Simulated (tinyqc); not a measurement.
Inside a calculation. Method: Hubbard ring of 4 sites. Computed by tinyqc, a small Python program that keeps every step. Settings: hopping = 0.72, U = 8.9, mixing = 0.2, iteration cap = 88. Command: `OMP_NUM_THREADS=1 python tinyqc.py 20729 20730 out.jsonl` (the two numbers bound the seeds that draw the settings). One thread of a shared host (Intel(R) Xeon(R) Processor @ 2.60GHz), about 0.2 s of CPU time with the checks. Later iterations appear only in the table of the cycle.

## Mean-field iteration 1

one-body matrix (hopping and site energies) (eV), order 1, 2, 3, 4:
$$\begin{pmatrix}
-0.7300 & -0.7200 & 0.0000 & -0.7200 \\
-0.7200 & 0.7500 & -0.7200 & 0.0000 \\
0.0000 & -0.7200 & 0.1300 & -0.7200 \\
-0.7200 & 0.0000 & -0.7200 & 0.2900
\end{pmatrix}$$

U = 8.9000 eV

electrons, up and down: [2, 1]

mixing = 0.2000

n(up) at the start (a guess, not normalised): 1 0.5000, 2 0.5000, 3 0.5000, 4 0.5000

n(down) at the start (a guess): 1 0.2500, 2 0.2500, 3 0.2500, 4 0.2500

H(up) = T + U n(down), H(down) = T + U n(up); fill the lowest levels; n(new) = n + mixing (n(out) - n); E = tr T (rho up + rho down) + U sum n_up n_down of the output.

levels, up (eV): [0.7286, 1.9853, 2.7304, 3.8958]

levels, down (eV): [2.9536, 4.2103, 4.9554, 6.1208]

energy = 2.5622 eV

n(up) after iteration 1: 1 0.5778, 2 0.4285, 3 0.5415, 4 0.4522

n(down) after iteration 1: 1 0.3114, 2 0.2248, 3 0.2247, 4 0.2392

## Mean-field iteration 2

As before.

levels, up (eV): [0.8659, 2.0860, 2.5779, 3.8101]

levels, down (eV): [3.0878, 4.4388, 4.6749, 6.0385]

energy = 1.2778 eV

n(up) after iteration 2: 1 0.6225, 2 0.3767, 3 0.5889, 4 0.4119

n(down) after iteration 2: 1 0.3114, 2 0.2232, 3 0.2113, 4 0.2541

## Mean-field iteration 3

As before.

levels, up (eV): [0.8602, 2.0259, 2.6417, 3.8123]

levels, down (eV): [3.0093, 4.0318, 5.0529, 6.1460]

energy = 0.7304 eV

n(up) after iteration 3: 1 0.6577, 2 0.3369, 3 0.6322, 4 0.3732

n(down) after iteration 3: 1 0.2914, 2 0.2356, 3 0.1936, 4 0.2794

## Convergence

Each step fills the lowest levels of T + U n(other spin) and sets n(new) = n + mixing (n(out) - n); stop when output and input agree to 1e-8.

Course of the cycle:
```
iteration     E (eV)  largest |n(out) - n(in)|  mean |n_up - n_down|
1           2.562225                  3.89e-01                0.2500
2           1.277777                  2.59e-01                0.3055
3           0.730377                  2.16e-01                0.3845
4           0.315341                  1.97e-01                0.4563
5          -0.046158                  2.04e-01                0.5179
6          -0.354049                  2.55e-01                0.5667
7          -0.606362                  3.05e-01                0.6019
8          -0.799789                  3.33e-01                0.6244
9          -0.934399                  3.31e-01                0.6628
10         -1.021715                  3.06e-01                0.6881
11         -1.077397                  2.70e-01                0.7036
...              ...                       ...                   ...
78         -1.188420                  7.48e-06                0.7338
79         -1.188420                  6.39e-06                0.7338
80         -1.188420                  5.46e-06                0.7338
81         -1.188420                  4.66e-06                0.7338
82         -1.188420                  3.98e-06                0.7338
83         -1.188420                  3.40e-06                0.7338
84         -1.188420                  2.91e-06                0.7338
85         -1.188420                  2.48e-06                0.7338
86         -1.188420                  2.12e-06                0.7338
87         -1.188420                  1.81e-06                0.7338
88         -1.188420                  1.55e-06                0.7338
```

Not converged within 88 iterations: the residual falls steadily but slowly, by a factor of about 0.85 a step. The lowest mean-field energy found from random starts is -1.18842 eV. Reruns (cap 100 unless said): mixing 0.5: converged in 59 to a higher stationary point (E = -0.90523); mixing 0.9: not converged; the original settings with a cap of 400: converged in 121 (E = -1.18842).

## Exact diagonalisation (24 states)

Lowest levels of the sector, and the double occupancy of the lowest state.

lowest levels (eV): [-1.4231, -1.2883, -1.2308, -0.6337, -0.5959, -0.0654]

double occupancy per site = 0.0095

## The lowest level by Lanczos steps

From a random start vector (not printed): a_j = <q_j|H|q_j>, b_j = norm of the remainder after orthogonalising; the Ritz value is the lowest eigenvalue of the tridiagonal matrix of a and b so far.

Lanczos:
```
j   a_j (eV)  b_j (eV)  lowest Ritz value (eV)
1     4.5536    4.5928                4.553566
2     6.0392    2.3923                0.643910
3     6.5286    4.5295                0.239583
4     4.0698    2.5472               -0.469446
5     5.6440    3.7347               -0.788512
6     2.8971    2.0825               -1.188209
7     6.7385    3.1493               -1.288101
8     3.3342    2.7621               -1.331716
9     7.0348    2.1818               -1.347935
10    0.5908    2.0190               -1.358480
```
